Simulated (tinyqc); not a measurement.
# Transistor under a ferroelectric capacitor (negative capacitance), static model: effect of the overlap capacitance per gate area

A ferroelectric film of thickness tf lies between the gate and an inner metal at potential v, which drives an ordinary transistor. One domain, P = Q (background permittivity neglected): Vg = v + tf (2 al Q + 4 be Q^3), al = -3 sqrt(3) Ec/(4 Pr), be = 3 sqrt(3) Ec/(8 Pr^3). Gate charge Q(v) = Qi + Cp v with the channel charge Qi = Cox n Vt ln(1 + exp((v - VT)/(n Vt))). Q in uC/cm^2, E in kV/cm; 1 nm times 1 kV/cm is 1e-4 V. Domains, leakage and the switching time are left out.

C = dQ/dv = Cox/(1 + exp(-(v - VT)/(n Vt))) + Cp; dVg/dv = 1 + C tf (2 al + 12 be Q^2); gain = dv/dVg. The largest gain is taken over -0.3 V < v < 2.5 V, tc is the thickness at which dVg/dv first touches zero, the swing is n Vt ln 10 (1 + 2 al tf Cp), v solves Vg(v) = Vg, and the last column compares Qi(v) with Qi(Vg) of the transistor without the film.

Values chosen for this exercise; Pr and Ec close to those of hafnium oxide based films:

| symbol | value | unit | meaning |
|---|---|---|---|
| T | 300 | K | temperature |
| Pr | 13 | uC/cm^2 | remanent polarisation |
| Ec | 1500 | kV/cm | coercive field |
| Cox | 2.4 | uF/cm^2 | capacitance of the inner oxide |
| VT | 0.26 | V | threshold of the inner transistor |
| n | 1.27 |  | subthreshold factor of the inner transistor |
| tf | 7.6 | nm | ferroelectric thickness |
| Vg | 0.65 | V | gate voltage |

Constants: q = 1.602176634e-19 C, kB = 1.380649e-23 J/K, Vt = kB T/q. Results are converted to the units shown.

Result of one run:
```
tc (nm)	largest gain	swing (mV/decade)	v at Vg (V)	Qi with/without film
10.26	3.853	60.10	1.552	3.313
```

Which overlap capacitance per gate area Cp gave this result: 0.1, 0.5, 0.7, 0.9 or 1.3 uF/cm^2?

Cp = 0.9 uF/cm^2.

The whole series:
```
Cp (uF/cm^2)	tc (nm)	largest gain	swing (mV/decade)	v at Vg (V)	Qi with/without film
0.1	13.44	2.302	73.88	1.145	2.269
0.3	12.46	2.562	70.43	1.247	2.531
0.5	11.63	2.887	66.99	1.354	2.804
0.7	10.90	3.302	63.54	1.458	3.071
0.9	10.26	3.853	60.10	1.552	3.313
1.1	9.701	4.617	56.65	1.631	3.516
1.3	9.201	5.747	53.21	1.693	3.675
1.5	8.753	7.589	49.76	1.738	3.789
```

As Cp goes from 0.1 to 1.5 uF/cm^2, the largest gain rises from 2.30 to 7.59, the swing falls from 73.9 to 49.8 mV a decade and tc falls from 13.4 to 8.75 nm. For Cp = 0.3 to 1.5 uF/cm^2 the gate charge passes 2.5 uC/cm^2, about what a silicon dioxide interlayer withstands. For Cp = 1.3 to 1.5 uF/cm^2 the gain relies on a single-domain state close to the fold, which domains would spoil.

Numbers from tinyqc (`OMP_NUM_THREADS=1 python tinyqc.py 2860151 2860152 out.jsonl`; about 0.03 s on one thread of a shared Intel Xeon 2.30GHz).
